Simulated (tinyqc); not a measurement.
Inside a calculation. Method: plane-wave Kohn-Sham cycle with exchange-only LDA in a layered model solid. One step of it, computed by the program tinyqc.

Question. Iteration 1: potential. V_H(G) = 4 pi rho(G)/G^2 for G != 0 (uniform background); v_x = -(3 rho/pi)^(1/3); V = V_ext + V_H + v_x; Fourier components f(G_m) = (1/N) sum_j f(x_j) exp(-i G_m x_j).

A solid whose potential varies along x alone (atomic units):
```
parameter                      value
period a                    9.400000
cross-section of the cell  12.000000
electrons per cell                 2
grid points                       16
plane waves -n..n, n               2
k points                           4
V1 in V1 cos(2 pi x/a)     -0.560000
```

density at the start, on the grid x_j = j a/N (e/bohr^3): 0.01773050  0.01773050  0.01773050  0.01773050  0.01773050  0.01773050  0.01773050  0.01773050  0.01773050  0.01773050  0.01773050  0.01773050  0.01773050  0.01773050  0.01773050  0.01773050

Give: Potentials on the grid; V(G_m), m = 0, 1, 2, ....

Answer.

Potentials on the grid (hartree):
```
x         V_ext     V_H      v_x        V
0.0000  -0.5600  0.0000  -0.2568  -0.8168
0.5875  -0.5174  0.0000  -0.2568  -0.7742
1.1750  -0.3960  0.0000  -0.2568  -0.6528
1.7625  -0.2143  0.0000  -0.2568  -0.4711
2.3500        0  0.0000  -0.2568  -0.2568
2.9375   0.2143  0.0000  -0.2568  -0.0425
3.5250   0.3960  0.0000  -0.2568   0.1392
4.1125   0.5174  0.0000  -0.2568   0.2606
4.7000   0.5600  0.0000  -0.2568   0.3032
5.2875   0.5174  0.0000  -0.2568   0.2606
5.8750   0.3960  0.0000  -0.2568   0.1392
6.4625   0.2143  0.0000  -0.2568  -0.0425
7.0500        0  0.0000  -0.2568  -0.2568
7.6375  -0.2143  0.0000  -0.2568  -0.4711
8.2250  -0.3960  0.0000  -0.2568  -0.6528
8.8125  -0.5174  0.0000  -0.2568  -0.7742
```

V(G_m), m = 0, 1, 2, ... (hartree): -0.2568  -0.2800  0.0000  0.0000  0.0000
